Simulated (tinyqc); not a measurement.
Precursor delivery by bubblers, mass-transport growth and the solid composition of a III-V alloy: one step, computed by the program tinyqc.

1 sccm = 44.615 micromol/min; 1 torr = 133.322 Pa. The sources decompose fully at the surface.

Problem. Partial pressures in the reactor. p_i = p n_i/(44615 F_t), F_t in slm; p_V = p F_V/(1000 F_t), counted per molecule supplied; V/III = 44.615 F_V/(n1 + n2); vapour fraction of source 2 = n2/(n1 + n2).

Inputs (values chosen for the exercise, modelled on trimethylgallium (source 1) and trimethylindium (source 2) for the vapour pressures):

| quantity | value | unit |
|---|---|---|
| bath temperature T1 | 264 | K |
| bath temperature T2 | 298 | K |
| total flow F_t | 7.4 | slm |
| group-V flow F_V | 140 | sccm |
| reactor pressure p | 40 | torr |

molar flow 1 = 4.207465 micromol/min

molar flow 2 = 4.038348 micromol/min

Give: p_1; p_2; p_V; V/III ratio; vapour fraction of source 2.

Solution.

p_1 = 5.0976e-04 torr

p_2 = 4.8927e-04 torr

p_V = 0.75676 torr

V/III ratio = 757.49

vapour fraction of source 2 = 0.48975
